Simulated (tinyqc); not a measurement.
Comparisons within one model: band folding and unfolding in a supercell of a chain. A value that a table varies takes the place of the one given here.

A chain with hopping -t and n = 3 sites a supercell. H(K) has v_j on the diagonal, -t between neighbours and -t exp(2 pi i K) on the bond that closes the cell (from the last site to the first of the next cell). The point K holds the n wave vectors k_m = (K + m)/n of the primitive zone, in 2 pi/a, m = 0 to n - 1, with E0 = -2t cos(2 pi k_m). The unfolding weight of a state c on k_m is |sum_j c_j exp(-2 pi i k_m j)|^2/n, j = 0 to n - 1.

Parameters, chosen for this exercise: t = 1.04 eV (hopping); v = (0.77, -0.385, -0.385) eV (site energies in the supercell); Kq = 0.18 2 pi/(n a) (wave vector in the small zone).

## Minigaps against first-order theory

Gap i lies between minibands i and i + 1, at K = 1/2 for odd i and K = 0 for even i, where k = +/- i/(2n) are degenerate; first order gives 2|V_i|, the Fourier component V_q = (1/n) sum_j v_j exp(-2 pi i q j/n) for q equal to the number of the gap. Computed for the potential at full and at half strength.

Gaps (eV):
```
i  E0 at the crossing  2|V_i|     gap  gap at half strength
1             -1.0400  0.7700  0.6656                0.3599
2              1.0400  0.7700  0.8526                0.4072
```

Halving the potential about halves gap 2, the scaling of first order; where the ratio is further from 2, higher orders count. The largest miss of first order is 104 meV, at i = 1; the potential spans 1.11 t.

## From folded lines to real minibands

The potential is scaled by x. For the lowest level at K: energy, second-order estimate E0(k_0) + x V_0 - x^2 sum_m |V_m|^2/(E0(k_m) - E0(k_0)), weight on k_0, and width of the lowest miniband between K = 0 and 1/2.

Lowest level:
```
x      E (eV)  second order (eV)  weight on k_0  miniband width (eV)
0.00  -1.9339            -1.9339          1.000               1.0400
0.25  -1.9404            -1.9407          0.998               0.9495
0.50  -1.9590            -1.9609          0.991               0.8697
1.00  -2.0263            -2.0418          0.970               0.7376
1.50  -2.1248            -2.1765          0.945               0.6349
2.00  -2.2458            -2.3652          0.919               0.5541
3.00  -2.5314            -2.9044          0.874               0.4377
4.00  -2.8521            -3.6592          0.838               0.3594
```

Second order is -15.5 meV off at x = 1 and -373 meV at x = 3. The weight on the parent k falls to 0.97 at x = 1 and 0.84 at x = 4, and the miniband narrows from 1.040 to 0.359 eV as the state gathers on the low sites. While the weight stays near one the primitive band is still the right picture and the folded copies carry little spectral weight.

## What each change does

The two lowest levels at K and the weight of the lowest on k_0. Each row changes one parameter from the base and keeps the others.

Results:
```
case                          level 1 (eV)  level 2 (eV)  weight
base                               -2.0263        0.2321  0.9703
t = 1.144 eV                       -2.2126        0.2701  0.9746
v = (-0.77, 0.385, 0.385) eV       -2.0523        0.2977  0.9533
Kq = 0.41 2 pi/(n a)               -1.5446       -0.6061  0.8476
```

The largest shifts from the base row, up to three for each result and ties (the steps differ in size, so this ranks the rows, not the parameters). level 1 (eV): Kq +0.4817, t -0.1863, v -0.0260. level 2 (eV): Kq -0.8382, v +0.0656, t +0.0380. weight: Kq -0.1227, v -0.0170, t +0.0043.

Run: tinyqc, `OMP_NUM_THREADS=1 python tinyqc.py 1481357 1481358 out.jsonl`; Intel(R) Xeon(R) Processor @ 2.30GHz, one thread, shared host; about 0.01 s of CPU time with all checks.
